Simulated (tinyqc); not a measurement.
# Changing the quartic constant b

Model: one anharmonic mode: perturbation theory, self-consistent phonons and exact levels. Computed by tinyqc, a small Python program. Command: `OMP_NUM_THREADS=1 python tinyqc.py 3023554 3023555 out.jsonl scp sweep`. One thread of a shared host (Intel(R) Xeon(R) Processor @ 2.30GHz), about 0.06 s of CPU time with the checks.

V(x) = k x^2/2 + b x^4 for one coordinate x of mass M. A constant K > 0 gives hbar Omega = sqrt((hbar^2/u) K/M) with K in eV/angstrom^2 and M in u.

Inputs (values chosen for the exercise, for a model mode):
```
quantity              value           unit
mode mass M             117              u
harmonic constant k  -0.885  eV/angstrom^2
temperature T           200              K
mixing                 0.25              -
```

Shape: double well.

Constants: hbar^2/u = 4.18015928e-03 eV angstrom^2; k_B = 8.617333262e-05 eV/K.

Method:
- Self-consistent phonon, centred at x = 0: K = k + 12 b <x^2>, <x^2> = (hbar Omega/(2K)) coth(hbar Omega/(2 k_B T)).
- Start at K = |k|; K(new) = K + mixing x (K_out - K), but at least K/20; stop when |K_out - K| < 1e-9 |k| or after 90 steps.
- Its free energy is F = k_B T ln[2 sinh(hbar Omega/(2 k_B T))] + (k - K)<x^2>/2 + 3 b <x^2>^2, an upper bound to the exact one.
- Basis: oscillator states n of the constant |k|, with x = s (a + a+), s^2 = hbar Omega/(2|k|); H = hbar Omega (n + 1/2) + (k - |k|) x^2/2 + b x^4, with exact matrix elements of x^2 and x^4.
- Exact values use 120 basis states: F = -k_B T ln sum exp(-E_n/(k_B T)), and <x^2> is the Boltzmann mean.

One run for each value; columns: (1) quartic constant b (eV/angstrom^4); (2) self-consistent quantum (meV); (3) E_1 - E_0 (meV); (4) self-consistent <x^2> (angstrom^2); (5) exact <x^2> (angstrom^2):
```
(1)       (2)         (3)       (4)       (5)
3.6     4.348  6.4121e-03  0.032737  0.051680
5.7     5.120  1.3252e-01  0.023664  0.034567
9.0     5.972  7.1051e-01  0.017437  0.024042
14.0    6.884  1.6819e+00  0.013164  0.017408
23.0    8.024  2.9504e+00  0.009736  0.012431
36.0    9.169  4.1699e+00  0.007496  0.009345
57.0   10.475  5.5043e+00  0.005784  0.007073
90.0   11.922  6.9463e+00  0.004503  0.005422
140.0  13.486  8.4858e+00  0.003557  0.004229
```

What does the table show, and why?

Over the rows, self-consistent quantum (meV) rises from 4.35 to 13.5 (exponent d ln y / d ln x 0.36 between the first rows and 0.28 between the last); E_1 - E_0 (meV) rises from 0.00641 to 8.49 (exponent d ln y / d ln x 6.6 between the first rows and 0.45 between the last); self-consistent <x^2> (angstrom^2) falls from 0.0327 to 0.00356 (exponent d ln y / d ln x -0.71 between the first rows and -0.53 between the last). The self-consistent quantum is 678.16 times E_1 - E_0 in the first row and 1.59 in the last; it follows from the curvature averaged over the spread of x, not from the lowest spacing alone. Small b means deep, distant wells, where E_1 - E_0 is a tunnelling splitting.

Extremes, crossings and ranges named in words are read from the listed rows.
